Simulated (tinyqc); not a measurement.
Longitudinal sound in a periodic multilayer: transfer matrices, stop bands and folded phonons: one step, computed by the program tinyqc. Command: `OMP_NUM_THREADS=1 python tinyqc.py 3022054 3022055 out.jsonl multilayer walk`. One thread of a shared host (Intel(R) Xeon(R) Processor @ 2.30GHz), about 0.01 s of CPU time with the checks.

Layers 1 and 2 repeat with period d = d_1 + d_2; waves travel normal to the layers, without loss. State vector (u, s): displacement u and stress divided by omega. Impedances Z = rho v are in 1e6 kg/(m^2 s).

Task: Transmission through N periods. A layer maps (u, s) by [[cos p, sin p/Z], [-Z sin p, cos p]], p = 2 pi f d_i/v_i; one period is M = M_2 M_1, and cos(q d) = trace(M)/2. For N periods A = M^N. A wave comes from a thick layer of material 1 and leaves into the substrate (Z_s): transmitted power T = 4 Z_1 Z_s/|Z_1 A_22 + Z_s A_11 - i (Z_1 Z_s A_12 - A_21)|^2, reflected power R = 1 - T.

Inputs (values chosen for the exercise, modelled on silica (layer 1), tungsten (layer 2) and silicon (substrate)):
```
quantity,value,unit
velocity v_1,5970,m/s
thickness d_1,799,nm
velocity v_2,5270,m/s
thickness d_2,699,nm
periods N,3,-
frequency f,1.17,GHz
```

M:
```
,1,2
1,0.2198663,0.04017504
2,-51.79473,-4.915966
```

Z_2 = 99.603

Z_1 = 13.134

Z of the substrate = 19.205

Give: A = M^N; transmitted power T; T in decibel.

Result:

A = M^N:
```
,1,2
1,9.325,0.8458
2,-1090,-98.80
```

transmitted power T = 3.419e-04

T in decibel = -34.66 dB
